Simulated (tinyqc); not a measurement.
RKS/BP86 in the 3-21g basis, for H3-, spin multiplicity 1, step by step. The basis has no diffuse functions, so it cannot describe the extra electron: this is an exercise in the method, not the real anion. Computed by tinyqc, a small Python program that keeps every step (integrals from PySCF). Settings: charge = -1, multiplicity = 1, basis = 3-21g, energy threshold = 1e-08, iteration cap = 68, orthogonalisation = symmetric, start = Wolfsberg-Helmholz matrix, DIIS depth = 0, damping = 0.5, method = RKS, functional = b88,p86, grid = [40, 14]. Command: `OMP_NUM_THREADS=1 python tinyqc.py 31050 31051 out.jsonl` (the two numbers bound the seeds that draw the settings). One thread of a shared host (Intel(R) Xeon(R) Processor @ 2.60GHz), about 2 s of CPU time with the checks.

Geometry (angstrom):
```
atom        x        y        z
H     0.00000  0.00000  0.00000
H     0.00000  0.00000  1.01200
H     0.00000  0.87700  0.50600
```

Stop when the energy changes by less than 1e-08 hartree and every element of the error matrix X^T (F D S - S D F) X is below 3e-05.

Course of the cycle:
```
iteration  E (hartree)     change  largest element of the error matrix
1           -0.5732226          -                             7.98e-01
2           -1.0503633  -4.77e-01                             2.59e-01
3           -1.2266384  -1.76e-01                             1.61e-01
4           -1.3192505  -9.26e-02                             9.02e-02
5           -1.3611149  -4.19e-02                             6.60e-02
6           -1.3852973  -2.42e-02                             4.91e-02
7           -1.3945016  -9.20e-03                             4.06e-02
8           -1.4017780  -7.28e-03                             3.99e-02
9           -1.4028320  -1.05e-03                             3.39e-02
10          -1.4059002  -3.07e-03                             3.78e-02
11          -1.4049149   9.85e-04                             3.21e-02
12          -1.4069319  -2.02e-03                             3.73e-02
13          -1.4054361   1.50e-03                             3.17e-02
14          -1.4071901  -1.75e-03                             3.71e-02
...                ...        ...                                  ...
55          -1.4056102   1.67e-03                             3.15e-02
56          -1.4072764  -1.67e-03                             3.71e-02
57          -1.4056102   1.67e-03                             3.15e-02
58          -1.4072764  -1.67e-03                             3.71e-02
59          -1.4056102   1.67e-03                             3.15e-02
60          -1.4072764  -1.67e-03                             3.71e-02
61          -1.4056102   1.67e-03                             3.15e-02
62          -1.4072764  -1.67e-03                             3.71e-02
63          -1.4056102   1.67e-03                             3.15e-02
64          -1.4072764  -1.67e-03                             3.71e-02
65          -1.4056102   1.67e-03                             3.15e-02
66          -1.4072764  -1.67e-03                             3.71e-02
67          -1.4056102   1.67e-03                             3.15e-02
68          -1.4072764  -1.67e-03                             3.71e-02
```

Can the last value be used, and what does the course show?

Not by the stop rule. Not converged within the cap of 68 iterations: the residual has stopped falling: the iteration swings between two states. Reruns (cap 100 unless said): DIIS 8: not converged; level shift 0.5: converged in 11; atomic densities as start, DIIS 8: not converged; the original settings with a cap of 400: not converged. PySCF RKS in the same basis, fine grid = -1.3664660 hartree, which differs from a converged run on this coarse grid by the grid error.
